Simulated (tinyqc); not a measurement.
# Changing the temperature T

Model: strain, valley repopulation and piezoresistance in a many-valley conduction band. Computed by tinyqc, a small Python program. Command: `OMP_NUM_THREADS=1 python tinyqc.py 3003864 3003865 out.jsonl valleys sweep`. One thread of a shared host (Intel(R) Xeon(R) Processor @ 2.30GHz), about 0.06 s of CPU time with the checks.

Valleys are ellipsoids with mass m_l along the axis a and m_t across it, parabolic, with one constant relaxation time; strain shifts the valleys and leaves the masses alone. Currents are taken along [111], along the load, and along [1-10], across the load.

Inputs (values chosen for the exercise, modelled on germanium):

| quantity | value | unit |
|---|---|---|
| longitudinal mass m_l | 1.6 | m_0 |
| transverse mass m_t | 0.082 | m_0 |
| shear deformation potential Xi_u | 16.7 | eV |
| dilation deformation potential Xi_d | -4.5 | eV |
| C11 | 127 | GPa |
| C12 | 48.2 | GPa |
| C44 | 67.6 | GPa |
| stress X (tension positive) | -470 | MPa |
| electron density n | 1.8e+16 | 1/cm^3 |
| relaxation time tau | 200 | fs |

Valley axes: <111> (4 valleys). Load: uniaxial [111].

Constants: k_B = 8.617333262e-05 eV/K; m_0 = 9.1093837015e-31 kg; k_B = 1.380649e-23 J/K; hbar = 1.054571817e-34 J s; e = 1.602176634e-19 C.

Method:
- Compliances S11 = (C11 + C12)/((C11 - C12)(C11 + 2 C12)), S12 = -C12/((C11 - C12)(C11 + 2 C12)), S44 = 1/C44; stress sigma_ij = X n_i n_j for the unit vector n of the load; e_xx = S11 sigma_xx + S12 (sigma_yy + sigma_zz), e_xy = S44 sigma_xy/2 (tensor strain).
- Herring-Vogt shift of a valley with unit axis a: dE = Xi_d tr(e) + Xi_u a.e.a.
- Each of the 4 valleys holds n_v = N_v (2/sqrt(pi)) F_1/2((E_F - dE_v)/(k_B T)), N_v = 2 (m_d k_B T/(2 pi hbar^2))^(3/2), m_d = (m_l m_t^2)^(1/3); E_F solves sum n_v = n and is counted from the unstrained edge.
- F_j(eta) = int_0^infinity x^j/(1 + exp(x - eta)) dx, without a gamma-function factor. It is evaluated after integrating by parts.
- Integrals over x = E/(k_B T) use 160 Gauss-Legendre points in u = sqrt(x) from 0 to sqrt(max(eta, 0) + 32).
- Mobility tensor mu = e tau sum_v (n_v/n) [1/m_t + (1/m_l - 1/m_t) a a^T]; unstrained mu_0 = e tau (1/m_l + 2/m_t)/3; resistivity along d from the inverse tensor, rho_d = d.mu^-1.d/(n e), mobility along d = 1/(d.mu^-1.d); gauge pi_d = (rho_d/rho_0 - 1)/X.
- With eta_0 the reduced Fermi level without strain, r = F_-1/2(eta_0)/(2 F_1/2(eta_0)) (1 for a classical gas) and c = r (Xi_u/k_B T) (m_l - m_t)/(2 m_l + m_t): pi44 = -c S44/3, pi11 = pi12 = 0.

One run for each value:

| temperature T (K) | pi44 (1e-11/Pa) | degeneracy factor r | resistance change along the first direction (%) | resistance change along the second direction (%) |
|---|---|---|---|---|
| 50 | -876.1 | 0.9911 | 1234 | -31.62 |
| 71 | -619.2 | 0.9947 | 1220 | -31.61 |
| 100 | -440.6 | 0.9968 | 1087 | -31.41 |
| 150 | -294.1 | 0.9983 | 614 | -30.07 |
| 210 | -210.3 | 0.9990 | 288 | -27.07 |
| 290 | -152.3 | 0.9994 | 141 | -22.62 |
| 420 | -105.2 | 0.9996 | 69 | -16.95 |
| 600 | -73.6 | 0.9998 | 38 | -12.18 |

Describe and explain the trends.

Over the rows, pi44 (1e-11/Pa) rises from -876 to -73.6 (exponent d ln y / d ln x about -1.00 throughout); degeneracy factor r rises from 0.9911 to 0.9998 (exponent d ln y / d ln x 0.010 between the first rows and 4.3e-4 between the last); resistance change along the first direction (%) falls from 1230 to 38.4 (exponent d ln y / d ln x -0.033 between the first rows and -1.6 between the last). The exponent of pi44 stays between -1.00 and -0.99, near -1: the 1/T law of a classical gas. Repopulation depends on the splitting over k_B T (over E_F when r is small).
